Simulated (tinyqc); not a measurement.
Fermi-Dirac statistics of conduction electrons, step by step. Values are carried at full precision from step to step, so a last printed digit may differ when a step is redone from the rounded ones.

Constants: hbar^2/2m0 = 3.80998211 eV angstrom^2; kB = 8.617333262e-05 eV/K; e^2/(4 pi eps0) = 14.39964547 eV angstrom.

Parameters, chosen for this exercise (near those of Ge, lowest valleys alone; not measured data): m = 0.5682 m0 (density-of-states mass of the conduction band); T = 300 K; n = 8.1e+17 1/cm^3 (electron density); eps = 16.3 (static dielectric constant); alpha = 0.59 1/eV (non-parabolicity).

## Reduced density

N = 2 (m kB T/(4 pi c))^(3/2) with c = hbar^2/2m0, in 1/angstrom^3; times 1e24 for 1/cm^3; u = n/Nc.

kT = 0.025852 eV
Nc = 1.0748e+19 1/cm^3
u = n/Nc = 0.075364

## Reduced Fermi level by five rules

F_j(eta) = (1/Gamma(j + 1)) integral_0^infinity x^j dx/(1 + exp(x - eta)), which tends to exp(eta) for eta << 0.

With u = n/Nc: Boltzmann eta = ln u; Joyce-Dixon eta = ln u + u/sqrt(8) - 4.95009e-3 u^2 + 1.48386e-4 u^3 - 4.42563e-6 u^4; Nilsson eta = ln u/(1 - u^2) + v/(1 + (0.24 + 1.08 v)^-2) with v = (3 sqrt(pi) u/4)^(2/3); fully degenerate limit eta = v; exact: F_1/2(eta) = u.

Find eta = (EF - Ec)/kT by each rule.

eta: Boltzmann -2.585, Joyce-Dixon -2.559, Nilsson -2.561, degenerate 0.216, exact -2.559

Against the exact value the errors are Boltzmann -0.027, Joyce-Dixon 0.000, Nilsson -0.002, degenerate limit +2.775 (in kT).

## Exact eta by Newton steps

Solve ln F_1/2(eta) = ln u from the Boltzmann value; dF_1/2/d eta = F_-1/2, so the step is -ln(F_1/2/u) F_1/2/F_-1/2. Stop below 1e-9.

Newton steps:
```
step        eta      F_1/2     F_-1/2  step taken
1     -2.585432  0.0734340  0.0715794      0.0266
2     -2.558824  0.0753629  0.0734110    8.77e-06
3     -2.558815  0.0753635  0.0734116    9.68e-13
```

Converged in 3 steps.

## Mean energy, Einstein relation and screening

eta = -2.55881

Mean kinetic energy <E> = (3/2) kT F_3/2/F_1/2; D/mu = (kT/e) F_1/2/F_-1/2; dn/dEF = (Nc/kT) F_-1/2; screening length L = (4 pi (e^2/(4 pi eps0)) (dn/dEF)/eps)^(-1/2), with dn/dEF in 1/(angstrom^3 eV) (1/cm^3 = 1e-24/angstrom^3).

F_-1/2, F_1/2, F_3/2: [0.07341, 0.07536, 0.07637]

<E> = 39.29 meV
D/mu = 26.54 mV
dn/dEF = 3.052e+19 1/(cm^3 eV)
L = 54.33 angstrom

The gas is nearly non-degenerate. D/mu is 1.027 times kT/e and <E> is 1.013 times (3/2) kT; the Debye formula, with n/kT in place of dn/dEF, would give L = 53.62 angstrom.

## Fermi level in the non-parabolic band

Non-parabolic band E (1 + alpha E) = c k^2/m: n = Nc (2/sqrt(pi)) integral_0^infinity sqrt(x (1 + a x)) (1 + 2 a x) dx/(1 + exp(x - eta)) with a = alpha kT and eta = (EF - Ec)/kT; a = 0 gives n = Nc F_1/2(eta).

Solve for eta at the same n.

a = 0.01525
eta = -2.617
EF - Ec = -67.66 meV

The extra states lower EF by 1.51 meV against the parabolic band.

## Checks

- Non-parabolic integral at a = 0 against F_1/2(2): both 2.823721.
- F_1/2(40) against the Sommerfeld form (4/(3 sqrt(pi))) eta^(3/2) (1 + pi^2/(8 eta^2)): both 190.45.

Program tinyqc; command `OMP_NUM_THREADS=1 python tinyqc.py 1652037 1652038 out.jsonl`; about 0.01 s on one thread of a shared Intel(R) Xeon(R) Processor @ 2.30GHz.
